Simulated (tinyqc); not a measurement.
Worked calculation: RHF in the sto-3g basis, for BeH2, spin multiplicity 1. One step of it, computed by the program tinyqc.

Question. Iteration 1: diagonalisation and new density. Diagonalise F' = X^T F X, C = X C', fill 3 alpha and 3 beta electrons from the bottom; D = 2 C_occ C_occ^T; the new density keeps 0.3 of the old one (damping). Each column has its largest component positive (the first on a tie).

Fock matrix F (hartree), lower triangle:
```
            1Be 1s     1Be 2s   1Be 2px    1Be 2py    1Be 2pz      2H 1s      3H 1s
1Be 1s   -3.941944
1Be 2s   -1.154806  -0.436685
1Be 2px   0.000000   0.000000  0.463071
1Be 2py   0.000000   0.000000  0.000000  -0.020000
1Be 2pz   0.003132  -0.027632  0.000000   0.000000   0.459339
2H 1s    -0.138732  -0.212725  0.000000  -0.202077  -0.014499  -0.118022
3H 1s    -0.138732  -0.212725  0.000000   0.202077  -0.014499  -0.003928  -0.118022
```

X, lower triangle:
```
            1Be 1s     1Be 2s   1Be 2px    1Be 2py    1Be 2pz      2H 1s     3H 1s
1Be 1s    1.028307
1Be 2s   -0.147345   1.117494
1Be 2px   0.000000   0.000000  1.000000
1Be 2py   0.000000   0.000000  0.000000   1.156039
1Be 2pz  -0.001045   0.008081  0.000000   0.000000   1.000718
2H 1s     0.020004  -0.183132  0.000000  -0.252369  -0.016359   1.122122
3H 1s     0.020004  -0.183132  0.000000   0.252369  -0.016359  -0.038073  1.122122
```

D at the start, lower triangle:
```
            1Be 1s    1Be 2s   1Be 2px    1Be 2py   1Be 2pz      2H 1s     3H 1s
1Be 1s    2.144463
1Be 2s   -0.553279  2.100005
1Be 2px   0.000000  0.000000  0.000000
1Be 2py   0.000000  0.000000  0.000000   2.149178
1Be 2pz  -0.046873  0.192830  0.000000   0.000000  0.017714
2H 1s     0.005233  0.018998  0.000000  -0.099810  0.001765   0.004860
3H 1s     0.005233  0.018998  0.000000   0.099810  0.001765  -0.004411  0.004860
```

overlap S, lower triangle:
```
           1Be 1s    1Be 2s   1Be 2px    1Be 2py   1Be 2pz     2H 1s     3H 1s
1Be 1s   1.000000
1Be 2s   0.259517  1.000000
1Be 2px  0.000000  0.000000  1.000000
1Be 2py  0.000000  0.000000  0.000000   1.000000
1Be 2pz  0.000000  0.000000  0.000000   0.000000  1.000000
2H 1s    0.029088  0.312229  0.000000   0.396724  0.028632  1.000000
3H 1s    0.029088  0.312229  0.000000  -0.396724  0.028632  0.006532  1.000000
```

Give: F' = X^T F X; orbital energies; coefficients C; D after iteration 1.

Answer.

F' = X^T F X (hartree), lower triangle:
```
        1       2      3       4       5       6      7
1  -3.837
2  -0.650  -0.100
3   0.000   0.000  0.463
4   0.000   0.000  0.000   0.195
5   0.005  -0.017  0.000   0.000   0.461
6   0.006  -0.180  0.000  -0.258  -0.019   0.040
7   0.006  -0.180  0.000   0.258  -0.019  -0.041  0.040
```

orbital energies (hartree): MO1 -3.947, MO2 -0.250, MO3 -0.231, MO4 0.257, MO5 0.462, MO6 0.463, MO7 0.506

coefficients C:
```
            MO1     MO2     MO3     MO4     MO5    MO6     MO7
1Be 1s    0.989  -0.208   0.000  -0.241   0.002  0.000   0.000
1Be 2s    0.039   0.602   0.000   0.987   0.009  0.000   0.000
1Be 2px   0.000   0.000   0.000   0.000   0.000  1.000   0.000
1Be 2py   0.000   0.000   0.480   0.000   0.000  0.000   1.110
1Be 2pz   0.000   0.033   0.000  -0.006   1.000  0.000   0.000
2H 1s    -0.004   0.418   0.459  -0.666  -0.053  0.000  -0.725
3H 1s    -0.004   0.418  -0.459  -0.666  -0.053  0.000   0.725
```

D after iteration 1, lower triangle:
```
         1Be 1s  1Be 2s  1Be 2px  1Be 2py  1Be 2pz   2H 1s  3H 1s
1Be 1s    2.074
1Be 2s   -0.287   1.140
1Be 2px   0.000   0.000    0.000
1Be 2py   0.000   0.000    0.000    0.968
1Be 2pz  -0.024   0.086    0.000    0.000    0.007
2H 1s    -0.126   0.358    0.000    0.279    0.020   0.542
3H 1s    -0.126   0.358    0.000   -0.279    0.020  -0.052  0.542
```
